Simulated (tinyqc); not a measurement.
Inside a calculation. Method: Pariser-Parr-Pople SCF with singles CI, for the molecule C=C(Cl)C(=C)C=CC=O (SMILES; centres numbered as the heavy atoms are written). One step of it, computed by the program tinyqc.

Problem. Iteration 1: Fock matrix. F_rr = H_rr + P_rr gamma_rr / 2 + sum_(s != r) P_ss gamma_rs; F_rs = H_rs - P_rs gamma_rs / 2; E = tr P (H + F) / 2 + core repulsion sum_(r<s) z_r z_s gamma_rs.

P at the start:
```
            1C         2C        3Cl         4C         5C         6C         7C         8C
1C    1.306801   0.769702  -0.461166   0.000000  -0.302158  -0.092975   0.000000   0.028535
2C    0.769702   1.000000   0.512061   0.374569   0.000000   0.000000  -0.064440   0.000000
3Cl  -0.461166   0.512061   1.693199   0.000000  -0.201017  -0.061854   0.000000   0.018983
4C    0.000000   0.374569   0.000000   1.000000   0.810458   0.444253   0.000000  -0.074132
5C   -0.302158   0.000000  -0.201017   0.810458   1.000000   0.000000  -0.366205   0.000000
6C   -0.092975   0.000000  -0.061854   0.444253   0.000000   1.000000   0.800766   0.000000
7C    0.000000  -0.064440   0.000000   0.000000  -0.366205   0.800766   1.000000   0.469590
8C    0.028535   0.000000   0.018983  -0.074132   0.000000   0.000000   0.469590   1.000000
9O    0.000000   0.029967   0.000000   0.000000   0.278109  -0.385931   0.000000   0.879099

            9O
1C    0.000000
2C    0.029967
3Cl   0.000000
4C    0.000000
5C    0.278109
6C   -0.385931
7C    0.000000
8C    0.879099
9O    1.000000
```

core matrix H (eV):
```
             1C          2C         3Cl          4C          5C          6C          7C          8C
1C   -41.548375   -2.390000    0.000000    0.000000    0.000000    0.000000    0.000000    0.000000
2C    -2.390000  -47.925959   -1.590000   -2.390000    0.000000    0.000000    0.000000    0.000000
3Cl    0.000000   -1.590000  -52.147115    0.000000    0.000000    0.000000    0.000000    0.000000
4C     0.000000   -2.390000    0.000000  -48.202954   -2.390000   -2.390000    0.000000    0.000000
5C     0.000000    0.000000    0.000000   -2.390000  -42.823530    0.000000    0.000000    0.000000
6C     0.000000    0.000000    0.000000   -2.390000    0.000000  -45.864068   -2.390000    0.000000
7C     0.000000    0.000000    0.000000    0.000000    0.000000   -2.390000  -43.598524   -2.390000
8C     0.000000    0.000000    0.000000    0.000000    0.000000    0.000000   -2.390000  -40.216139
9O     0.000000    0.000000    0.000000    0.000000    0.000000    0.000000    0.000000   -2.510000

             9O
1C     0.000000
2C     0.000000
3Cl    0.000000
4C     0.000000
5C     0.000000
6C     0.000000
7C     0.000000
8C    -2.510000
9O   -42.724687
```

repulsion gamma_rs (eV):
```
            1C         2C        3Cl         4C         5C         6C         7C         8C
1C   11.130000   5.347063   3.980144   3.873068   2.881409   3.517436   2.620964   2.270619
2C    5.347063  11.130000   5.550762   5.346842   3.872197   3.872345   2.881086   2.343920
3Cl   3.980144   5.550762  13.000000   3.979647   3.605339   2.939759   2.382415   1.973474
4C    3.873068   5.346842   3.979647  11.130000   5.345082   5.344212   3.871305   2.880791
5C    2.881409   3.872197   3.605339   5.345082  11.130000   3.871886   3.517024   2.620928
6C    3.517436   3.872345   2.939759   5.344212   3.871886  11.130000   5.345070   3.872345
7C    2.620964   2.881086   2.382415   3.871305   3.517024   5.345070  11.130000   5.345872
8C    2.270619   2.343920   1.973474   2.880791   2.620928   3.872345   5.345872  11.130000
9O    1.917527   2.000981   1.735575   2.422359   2.344326   3.001257   4.092371   5.774715

            9O
1C    1.917527
2C    2.000981
3Cl   1.735575
4C    2.422359
5C    2.344326
6C    3.001257
7C    4.092371
8C    5.774715
9O   15.200000
```

Centres (angstrom, eV; a flat drawing with bonds scaled to 1.40 angstrom):

| centre | x | y | core charge z | W | gamma_rr |
|---|---|---|---|---|---|
| 1C | 2.118000 | 1.672000 | 1 | 11.160000 | 11.130000 |
| 2C | 2.039000 | 0.275000 | 1 | 11.160000 | 11.130000 |
| 3Cl | 3.211000 | -0.492000 | 2 | 26.000000 | 13.000000 |
| 4C | 0.790000 | -0.356000 | 1 | 11.160000 | 11.130000 |
| 5C | 0.711000 | -1.754000 | 1 | 11.160000 | 11.130000 |
| 6C | -0.382000 | 0.411000 | 1 | 11.160000 | 11.130000 |
| 7C | -1.632000 | -0.220000 | 1 | 11.160000 | 11.130000 |
| 8C | -2.803000 | 0.547000 | 1 | 11.160000 | 11.130000 |
| 9O | -4.053000 | -0.083000 | 1 | 17.700000 | 15.200000 |

Give: F; pi energy.

Solution.

F (eV):
```
         1C      2C      3Cl      4C      5C      6C      7C      8C
1C   -5.109  -4.448    0.918   0.000   0.435   0.164   0.000  -0.032
2C   -4.448  -5.657   -3.011  -3.391   0.000   0.000   0.093   0.000
3Cl   0.918  -3.011  -13.773   0.000   0.362   0.091   0.000  -0.019
4C    0.000  -3.391    0.000  -5.628  -4.556  -3.577   0.000   0.107
5C    0.435   0.000    0.362  -4.556  -5.817   0.000   0.644   0.000
6C    0.164   0.000    0.091  -3.577   0.000  -5.418  -4.530   0.000
7C    0.000   0.093    0.000   0.000   0.644  -4.530  -5.522  -3.645
8C   -0.032   0.000   -0.019   0.107   0.000   0.000  -3.645  -5.504
9O    0.000  -0.030    0.000   0.000  -0.326   0.579   0.000  -5.048

          9O
1C     0.000
2C    -0.030
3Cl    0.000
4C     0.000
5C    -0.326
6C     0.579
7C     0.000
8C    -5.048
9O   -10.044
```

pi energy = -143.377 eV
